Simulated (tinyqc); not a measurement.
From one set of inputs to another, one input at a time: carrier lifetime from Shockley-Read-Hall, radiative, Auger and surface recombination. Computed by tinyqc, a small Python program. Command: `OMP_NUM_THREADS=1 python tinyqc.py 3017101 3017102 out.jsonl lifetime ladder`. One thread of a shared host (Intel(R) Xeon(R) Processor @ 2.30GHz), about 0.01 s of CPU time with the checks.

Energies are counted from the top of the valence band. Boltzmann statistics, full ionisation, and equal excess densities of electrons and holes.

The inputs printed are set A. Inputs not listed in the table keep their values of set A, so the rows need not describe a real material.

Inputs (values chosen for the exercise, for a model semiconductor): gap E_g = 3.41 eV; electron mass m_e = 0.211 m_0; valleys M_c = 1; hole mass m_h = 1.57 m_0; temperature T = 250 K; doping N = 2.8e+18 cm^-3; trap level E_t = 2.12 eV; trap density N_t = 2.7e+13 cm^-3; electron cross-section sigma_n = 2.2e-16 cm^2; hole cross-section sigma_p = 1.3e-15 cm^2; radiative coefficient B = 3.9e-10 cm^3/s; Auger coefficient C_n = 6.8e-31 cm^6/s; Auger coefficient C_p = 9.9e-31 cm^6/s; excess density dn = 7.6e+12 cm^-3; diffusion coefficient D = 8.5 cm^2/s; surface velocity S = 66 cm/s; thickness W = 290 micrometre.

Doping: n-type. Surface term: two equal surfaces.

Constants: m_0 = 9.1093837015e-31 kg; k_B = 1.380649e-23 J/K; h = 6.62607015e-34 J s; k_B = 8.617333262e-05 eV/K.

Method:
- N_c = 2 M_c (2 pi m_e k_B T/h^2)^(3/2) and N_v = 2 (2 pi m_h k_B T/h^2)^(3/2), masses in units of m_0.
- n_i = sqrt(N_c N_v) exp(-E_g/2 k_B T); majority density N/2 + sqrt(N^2/4 + n_i^2), minority density n_i^2 over it.
- v = sqrt(3 k_B T/m) with m_e or m_h; tau_n0 = 1/(sigma_n v_n N_t), tau_p0 = 1/(sigma_p v_p N_t); n1 = N_c exp(-(E_g - E_t)/k_B T), p1 = N_v exp(-E_t/k_B T).
- The slowest diffusion mode has x tan x = S W/(2 D) with 0 < x < pi/2 (bisection), and tau_s = W^2/(4 x^2 D). The common approximation is W/(2 S) + W^2/(pi^2 D).
- With n = n_0 + dn, p = p_0 + dn and U/dn = 1/tau: (n p - n_i^2)/dn = n_0 + p_0 + dn = s; 1/tau_SRH = s/[tau_p0 (n + n1) + tau_n0 (p + p1)]; 1/tau_rad = B s; 1/tau_Aug = (C_n n + C_p p) s; the rates add, with 1/tau_s.
- Radiative efficiency = tau_eff/tau_rad; effective diffusion length = sqrt(D tau_eff).

Each row keeps all changes above it:
```
input moved                               from       to  effective lifetime at dn (s)  tau_SRH at dn (s)  radiative efficiency at dn
set A                                        -        -                     9.110e-10          3.348e-06                      0.9949
temperature T (K)                          250      400                     9.110e-10          2.647e-06                      0.9948
Auger coefficient C_n (cm^6/s)         6.8e-31  2.6e-31                     9.137e-10          2.647e-06                      0.9978
thickness W (micrometre)                   290       65                     9.137e-10          2.647e-06                      0.9978
Auger coefficient C_p (cm^6/s)         9.9e-31  9.9e-32                     9.137e-10          2.647e-06                      0.9978
electron cross-section sigma_n (cm^2)  2.2e-16  1.7e-16                     9.137e-10          2.647e-06                      0.9978
surface velocity S (cm/s)                   66    12000                     9.126e-10          2.647e-06                      0.9966
trap level E_t (eV)                       2.12    0.787                     9.126e-10          2.647e-06                      0.9966
```

Which inputs carry the difference?

Effective lifetime at dn goes from 9.11e-10 to 9.13e-10, a factor 1.0017 in all. The largest single move comes from Auger coefficient C_n (a factor 1.003), and surface velocity S works against it (a factor 0.99879). tau_SRH at dn goes from 3.35e-6 to 2.65e-6, a factor 0.791 in all. The largest single move comes from temperature T (a factor 0.791). Radiative efficiency at dn goes from 0.995 to 0.997, a factor 1.0017 in all. The largest single move comes from Auger coefficient C_n (a factor 1.003), and surface velocity S works against it (a factor 0.99879). The single moves hold for this order of the switches; the total does not depend on the order.

Caution (all rows): the doping is near the effective density of states, where Boltzmann statistics fail and the gap narrows. Caution (rows surface velocity S, trap level E_t): the layer is thicker than two bulk diffusion lengths: adding 1/tau_s describes the late decay, and understates the surface loss in a steady state.

Extremes, crossings and ranges named in words are read from the listed rows.
